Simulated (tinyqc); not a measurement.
# Worked calculation: one-dimensional ballistic tunnel FET, two-band WKB

Computed by the program tinyqc: `OMP_NUM_THREADS=1 python tinyqc.py 2620011 2620012 out.jsonl`, one thread of a shared Intel Xeon 2.30GHz, about 0.01 s for the whole run. Printed values are rounded.

A p-type source for x < 0 with its Fermi level at 0 and its valence edge at ds; in the channel the bands fall as D exp(-x/lam) towards their flat values, with the conduction edge at Ec = ds - dP and D = dP + Eg. The gate moves dP one to one. The drain Fermi level lies at -Vd and the drain side reflects nothing. For w = E - Ec between 0 and dP an electron crosses the gap. Two-band dispersion with equal masses m: inside the gap kappa = sqrt(m u (1 - u/Eg)/C), u the distance from a band edge, C = hbar^2/(2 m0).

Values chosen for this exercise; band and dielectric values close to those of In0.53Ga0.47As:
- T = 300 K (temperature)
- Eg = 0.745 eV (band gap)
- m = 0.053 m0 (band-edge mass of the two-band model)
- lam = 2.3 nm (screening length of the source junction)
- ds = 0.12 eV (source valence edge above the source Fermi level)
- Vd = 0.3 V (drain bias)
- g = 1 (number of degenerate subbands (spin apart))
- dP = 0.35 eV (tunnelling window Ev(source) - Ec(channel))
- w0 = 0.13 eV (energy above the channel conduction edge)
- nc = 7 (cells of the path)
- nE = 11 (points of the energy grid)

Constants: q = 1.602176634e-19 C, kB = 1.380649e-23 J/K, hbar = 1.054571817e-34 J s, h = 6.62607015e-34 J s, m0 = 9.1093837015e-31 kg, Vt = kB T/q, hbar^2/(2 m0) = 0.0380998212 eV nm^2. Results are converted to the units shown.

## The path through the gap by the midpoint rule

At w = w0 the path runs from xa = lam ln(D/(w + Eg)) to xb = lam ln(D/w); u(x) = w + Eg - D exp(-x/lam) is the height above the valence edge. Cut it into nc equal cells: S = 2 (cell width) times the sum of kappa at the centres.

xa = 0.515857 nm
xb = 4.90124 nm

| cell | x (nm) | u (eV) | kappa (1/nm) |
|---|---|---|---|
| 0 | 0.82910 | 0.111409 | 0.363048 |
| 1 | 1.45558 | 0.293479 | 0.497423 |
| 2 | 2.08207 | 0.432136 | 0.502443 |
| 3 | 2.70855 | 0.537732 | 0.456192 |
| 4 | 3.33503 | 0.618149 | 0.382641 |
| 5 | 3.96152 | 0.679392 | 0.288493 |
| 6 | 4.58800 | 0.726033 | 0.160354 |

S = 3.32111

## The exponent in closed form

S(w) = 2 lam int_0^Eg kappa(u) du/(w + Eg - u) = 2 pi lam sqrt(m/(C Eg)) [w + Eg/2 - sqrt(w (w + Eg))], T(w) = exp(-S). The common triangular estimate is S = (4/3) lam sqrt(m/C) Eg^1.5/(dP + Eg) for all w.

S(w0) = 3.26286
T(w0) = 0.0382786
triangular S = 2.12404

The midpoint value is 1.8 % above the closed form, and the triangular estimate 35 % below it.

## Current on a coarse grid

S(w) = 2 lam int_0^Eg kappa(u) du/(w + Eg - u) = 2 pi lam sqrt(m/(C Eg)) [w + Eg/2 - sqrt(w (w + Eg))], T(w) = exp(-S). I = g (2 q^2/h) int_0^dP T(w) [f(E) - f(E + Vd)] dw, E = ds - dP + w, f(x) = 1/(1 + exp(x/Vt)). Simpson's rule on nE equally spaced points.

| point | w (eV) | T(w) | difference of the f |
|---|---|---|---|
| 0 | 0.000000 | 6.38850e-4 | 0.937344 |
| 1 | 0.035000 | 0.00836067 | 0.982540 |
| 2 | 0.070000 | 0.0179262 | 0.993525 |
| 3 | 0.105000 | 0.0293088 | 0.990970 |
| 4 | 0.140000 | 0.0420229 | 0.969856 |
| 5 | 0.175000 | 0.0556836 | 0.893470 |
| 6 | 0.210000 | 0.0699905 | 0.684287 |
| 7 | 0.245000 | 0.0847094 | 0.358876 |
| 8 | 0.280000 | 0.0996585 | 0.126298 |
| 9 | 0.315000 | 0.114697 | 0.0359867 |
| 10 | 0.350000 | 0.129715 | 0.00954812 |

I = 0.656338 uA

A converged quadrature gives 0.6571 uA; this grid is 0.11 % below that.
